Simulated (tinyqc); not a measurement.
# Bandgap voltage reference from two bipolar transistors: output against temperature

Two transistors of area 1 and N carry the same current I. Is(T) = Is (T/T0)^eta exp[(Vg0 q/kB)(1/T0 - 1/T)], VBE1 = Vt ln(I/Is(T)) + I rb, VBE2 = Vt ln(I/(N Is(T))) + I rb/N. The amplifier forces I R1(T) = VBE1 - VBE2 + Vos, with R(T) = R (1 + tc (T - T0)) for both resistors, and the output is Vref = VBE1 + I R2(T). Base currents and the Early effect are neglected.

Vt = kB T/q; I = (Vt ln N + Vos)/(R1(T) - rb (1 - 1/N)).

Values chosen for this exercise; values of the order met in silicon bipolar transistors:
- T0 = 298 K (reference temperature)
- Vg0 = 1.143 V (band-gap voltage extrapolated to 0 K)
- eta = 3.4 (temperature exponent of the saturation current)
- Is = 1e-16 A (saturation current of the unit transistor at T0)
- N = 8 (area ratio of the second transistor)
- R1 = 6.1 kohm (resistor across which the difference of VBE falls, at T0)
- tc = 1600 ppm/K (temperature coefficient of both resistors)
- Vos = 0 mV (offset of the amplifier)
- rb = 0 ohm (series resistance of the unit transistor)
- R2 = 63.15 kohm (output resistor at T0)

Constants: q = 1.602176634e-19 C, kB = 1.380649e-23 J/K. Results are converted to the units shown.

Results:
```
T (K),I (uA),VBE1 (V),I R2 (V),Vref (V),Vref - Vref(T0) (mV),dVref/dT (uV/K)
218,7.3440,0.79683,0.40441,1.2012,1.4124,25.848
233,7.6390,0.76926,0.43223,1.2015,1.6677,8.3607
253,8.0087,0.73210,0.46934,1.2014,1.6142,-13.430
298,8.7540,0.64701,0.55281,1.1998,0,-57.224
323,9.1234,0.59892,0.59919,1.1981,-1.7061,-78.998
348,9.4655,0.55032,0.64557,1.1959,-3.9374,-99.274
373,9.7832,0.50122,0.69195,1.1932,-6.6590,-118.25
398,10.079,0.45166,0.73832,1.1900,-9.8403,-136.08
423,10.355,0.40167,0.78470,1.1864,-13.454,-152.89
```

Estimate the missing row, T = 273 K.

Computed row:
```
T (K),I (uA),VBE1 (V),I R2 (V),Vref (V),Vref - Vref(T0) (mV),dVref/dT (uV/K)
273,8.3537,0.69453,0.50644,1.2010,1.1405,-33.706
```

With this row back in the table: VBE1 falls by 1.93 mV/K on average and I R2 rises by 1.86 mV/K. The slope of Vref vanishes at T = 240 K. Between 233 and 398 K Vref spans 11.5 mV, or 58.4 ppm/K by the box method (span over the average over T, over 165 K).

Computed by the program tinyqc: `OMP_NUM_THREADS=1 python tinyqc.py 2062092 2062093 out.jsonl`, one thread of a shared Intel Xeon 2.30GHz, about 0.02 s for the whole run.
